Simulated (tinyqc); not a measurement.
# Inputs raised by 10 %, one at a time

Model: thermal stress, cracking, delamination and buckling of a thin film; Griffith cracks and misfitting inclusions. Computed by tinyqc, a small Python program. Command: `OMP_NUM_THREADS=1 python tinyqc.py 3031562 3031563 out.jsonl filmcrack sens`. One thread of a shared host (Intel(R) Xeon(R) Processor @ 2.30GHz), about 0.04 s of CPU time with the checks.

Isotropic linear elasticity; the substrate is much thicker than the film; stress is positive in tension.

Inputs (values chosen for the exercise, modelled on a porous low-k oxide on silicon):
```
quantity                          value        unit
film Young's modulus E             7.74         GPa
film Poisson ratio nu              0.26           -
film expansion alpha_f             11.8      1e-6/K
substrate expansion alpha_s         2.9      1e-6/K
deposition temperature T_d          550           K
final temperature T                 300           K
intrinsic stress                    -17         MPa
film thickness h                   0.19  micrometre
film toughness Gamma_f             1.53       J/m^2
interface toughness Gamma_i         2.7       J/m^2
substrate Young's modulus E_s       146         GPa
substrate Poisson ratio nu_s       0.26           -
flaw half length a                  2.9  micrometre
substrate surface energy gamma_s    1.8       J/m^2
inclusion radius R                  3.2  micrometre
```

Inclusion: long cylinder (a filled via).

Method:
- Thermal strain = (alpha_f - alpha_s)(T_d - T); stress = E/(1 - nu) x strain + intrinsic stress; plane-strain modulus Ebar = E/(1 - nu^2); G0 = stress^2 h/(2 Ebar) is the energy freed per area when a long strip loses its stress across its width.
- Dundurs alpha = (Ebar - Ebar_s)/(Ebar + Ebar_s), with Ebar_s = E_s/(1 - nu_s^2). The channel-crack factor is taken as g = 1.258 (1 - alpha)^(-0.7), a rough interpolation chosen for the exercise (1.258 is the value for matched materials).
- Channel crack through the film: G = pi g G0, critical thickness where G = Gamma_f. Steady delamination from an edge: G = G0, critical thickness where G = Gamma_i.
- Through crack of length 2a in plane strain: K_Ic = sqrt(2 gamma_s E_s/(1 - nu_s^2)); fracture stress = K_Ic/sqrt(pi a). An edge crack of depth a has K larger by 1.1215.
- Film material fills a long cylinder of radius R in the substrate, with the misfit e = thermal strain (it wants to shrink if e > 0). With the axial strain held by the substrate, s0 = (1 + nu) e/[(1 + nu)(1 - 2 nu)/E + (1 + nu_s)/E_s]; inside s_rr = s_tt = s0 and s_zz = E e + 2 nu s0; outside s_rr = s0 (R/r)^2, s_tt = -s_rr. Keep-out radius: where |s_rr| falls to 10 MPa (R if it is lower at the wall).

Runs; columns: (1) input moved; (2) from; (3) to; (4) critical thickness for channelling (micrometre); (5) critical thickness for delamination (micrometre); (6) fracture stress, inner crack (MPa); (7) keep-out radius (micrometre):
```
(1)                               (2)    (3)    (4)   (5)    (6)    (7)
base run                            -      -  256.0  1139  248.7  5.752
film Poisson ratio nu            0.26  0.286  201.6   898  248.7  6.062
film expansion alpha_f (1e-6/K)  11.8  12.98  115.0   512  248.7  6.121
deposition temperature T_d (K)    550    605   77.6   345  248.7  6.353
film thickness h (micrometre)    0.19  0.209  256.0  1139  248.7  5.752
film toughness Gamma_f (J/m^2)   1.53  1.683  281.6  1139  248.7  5.752
inclusion radius R (micrometre)   3.2   3.52  256.0  1139  248.7  6.327
```

Exponents ln(y'/y) / ln(x'/x); columns: (1) input; (2) critical thickness for channelling; (3) critical thickness for delamination; (4) fracture stress, inner crack; (5) keep-out radius:
```
(1)                             (2)      (3)  (4)    (5)
film Poisson ratio nu        -2.504   -2.498    0  0.550
film expansion alpha_f       -8.395   -8.395    0  0.653
deposition temperature T_d  -12.523  -12.523    0  1.043
film thickness h              0.000    0.000    0  0.000
film toughness Gamma_f        1.000    0.000    0  0.000
inclusion radius R            0.000    0.000    0  1.000
```

Among the inputs moved here: critical thickness for channelling answers most in size to deposition temperature T_d (exponent -12.523), next to film expansion alpha_f (-8.395); its exponent is below 0.0005 for film thickness h, inclusion radius R. Its exponent 0.000 in film thickness h: the critical thickness is a property of stress and toughness. Its exponent +1.000 in film toughness Gamma_f: G is linear in h. Critical thickness for delamination answers most in size to deposition temperature T_d (exponent -12.523), next to film expansion alpha_f (-8.395); its exponent is below 0.0005 for film thickness h, film toughness Gamma_f, inclusion radius R. fracture stress, inner crack hardly depends on these (all exponents below 0.005). Keep-out radius answers most in size to deposition temperature T_d (exponent +1.043), next to inclusion radius R (+1.000); its exponent is below 0.0005 for film thickness h, film toughness Gamma_f. Its exponent +1.000 in inclusion radius R: the field scales with r/R.

Caution (all rows): a critical thickness above 100 micrometres is no longer thin against a usual wafer, so it is only formal.
